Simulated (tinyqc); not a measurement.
# Finite-difference solution of the diffusion equation on a small grid, step by step

A worked calculation. Computed by tinyqc, a small Python program that keeps every step. Command: `OMP_NUM_THREADS=1 python tinyqc.py 3016779 3016780 out.jsonl fdiff walk`. One thread of a shared host (Intel(R) Xeon(R) Processor @ 2.30GHz), about 0.02 s of CPU time with the checks. Intermediate numbers are printed to about 6 digits and carried at full precision; extremes and crossings named in words are read from the listed rows.

dC/dt = D d2C/dx2 on nodes x_j = j dx, j = 0..8; the far end is sealed.

Inputs (values chosen for the exercise):

| quantity | value | unit |
|---|---|---|
| diffusivity D | 12 | nm^2/s |
| grid spacing dx | 10 | nm |
| time step dt | 8 | s |
| final time t_f | 320 | s |
| loss velocity h | 0.2 | nm/s |

Boundary at x = 0: surface loss. Scheme: explicit.

start values C_j, j = 0, 1, ... (% of a reference): 76.9  100  56  26.7  7.62  0  0  0  0

## Mesh ratio and operator

The operator M acts as (M C)_j = C_(j-1) - 2 C_j + C_(j+1); at the sealed far end a mirror node gives 2 C_(N-2) - 2 C_(N-1); at j = 0, the outward flux h C_0 gives 2 C_1 - (2 + 2 h dx/D) C_0. r = D dt/dx^2.

mesh ratio r = 0.96

operator M:
```
          0         1         2         3         4         5         6         7
0  -2.33333   2.00000   0.00000   0.00000   0.00000   0.00000   0.00000   0.00000
1   1.00000  -2.00000   1.00000   0.00000   0.00000   0.00000   0.00000   0.00000
2   0.00000   1.00000  -2.00000   1.00000   0.00000   0.00000   0.00000   0.00000
3   0.00000   0.00000   1.00000  -2.00000   1.00000   0.00000   0.00000   0.00000
4   0.00000   0.00000   0.00000   1.00000  -2.00000   1.00000   0.00000   0.00000
5   0.00000   0.00000   0.00000   0.00000   1.00000  -2.00000   1.00000   0.00000
6   0.00000   0.00000   0.00000   0.00000   0.00000   1.00000  -2.00000   1.00000
7   0.00000   0.00000   0.00000   0.00000   0.00000   0.00000   1.00000  -2.00000
8   0.00000   0.00000   0.00000   0.00000   0.00000   0.00000   0.00000   2.00000

          8
0   0.00000
1   0.00000
2   0.00000
3   0.00000
4   0.00000
5   0.00000
6   0.00000
7   1.00000
8  -2.00000
```

## Amplification factors

The mode of M with eigenvalue mu has its amplitude multiplied per step by g = (1 + (1 - theta) r mu)/(1 - theta r mu), with theta = 0 explicit, 1 implicit, 1/2 Crank-Nicolson; the explicit scheme is stable for r up to 2/|mu_min|.

eigenvalues mu of M: -4.03399  -3.88955  -3.45573  -2.80678  -2.04129  -1.27568  -0.62619  -0.18997  -0.01414

factors g: -2.87263  -2.73397  -2.31750  -1.69451  -0.95964  -0.22466  0.39885  0.81763  0.98642

largest stable r of the explicit scheme = 0.495787

The smallest factor is -2.873: its size exceeds 1, so the shortest wave grows.

## Time step 1

C at the start (%): 76.90  100.00  56.00  26.70  7.62  0.00  0.00  0.00  0.00

With r = D dt/dx^2: (1 - theta r M) C(new) = (1 + (1 - theta) r M) C(old); theta = 0 explicit, 1 implicit, 1/2 Crank-Nicolson.

C after step 1 (%): 96.6440  35.5840  70.1120  36.5112  18.6216  7.3152  0.0000  0.0000  0.0000

## Time step 2

The formulas are those given above.

C after step 2 (%): -51.517  127.348  4.708  51.594  24.941  11.147  7.023  0.000  0.000

## All steps

The run takes n = round(t_f/dt) steps of length t_f/n. The dose is the trapezoidal sum of C dx; the error is the largest difference from exp(M D t/dx^2) C(0), the exact time evolution on the same grid.

Course of the run:

| step | t (s) | C_1 | C_4 | dose (% nm) | largest error |
|---|---|---|---|---|---|
| 1 | 8 | 3.55840e+01 | 1.86216e+01 | 2.16466e+03 | 3.39503e+01 |
| 2 | 16 | 1.27348e+02 | 2.49415e+01 | 2.01003e+03 | 1.04816e+02 |
| 3 | 24 | -1.62097e+02 | 3.72849e+01 | 2.09246e+03 | 2.64146e+02 |
| 4 | 32 | 6.05939e+02 | -3.29314e+01 | 1.59903e+03 | 7.31509e+02 |
| 5 | 40 | -1.53815e+03 | 2.55992e+02 | 2.70884e+03 | 1.99036e+03 |
| 6 | 48 | 4.40296e+03 | -7.85610e+02 | -5.28767e+02 | 5.49188e+03 |
| 7 | 56 | -1.21746e+04 | 2.70212e+03 | 8.21105e+03 | 1.52005e+04 |
| ... | ... | ... | ... | ... | ... |
| 34 | 272 | 2.07698e+16 | -1.13549e+16 | -1.02428e+16 | 2.46802e+16 |
| 35 | 280 | -5.93417e+16 | 3.27309e+16 | 2.92455e+16 | 7.04816e+16 |
| 36 | 288 | 1.69587e+17 | -9.43289e+16 | -8.35250e+16 | 2.01333e+17 |
| 37 | 296 | -4.84756e+17 | 2.71802e+17 | 2.38608e+17 | 5.75259e+17 |
| 38 | 304 | 1.38596e+18 | -7.83043e+17 | -6.81807e+17 | 1.64405e+18 |
| 39 | 312 | -3.96341e+18 | 2.25554e+18 | 1.94868e+18 | 4.69966e+18 |
| 40 | 320 | 1.13364e+19 | -6.49608e+18 | -5.57079e+18 | 1.34373e+19 |

C at the end (%): -1.34373e+19  1.13364e+19  -9.48130e+18  7.86458e+18  -6.49608e+18  5.39595e+18  -4.58785e+18  4.09314e+18  -3.92651e+18

largest error at t_f = 1.34373e+19 %

final dose = -5.57079e+18 % nm

final C_4 = -6.49608e+18 %

The error grows by a factor near 2.87 a step with alternating sign from node to node: r = 0.960 exceeds the stability limit 0.496 of the explicit scheme.

Reruns converge with time step dt = 3.2; or with scheme = implicit; or with scheme = Crank-Nicolson. Reruns still fail with time step dt = 6.4.
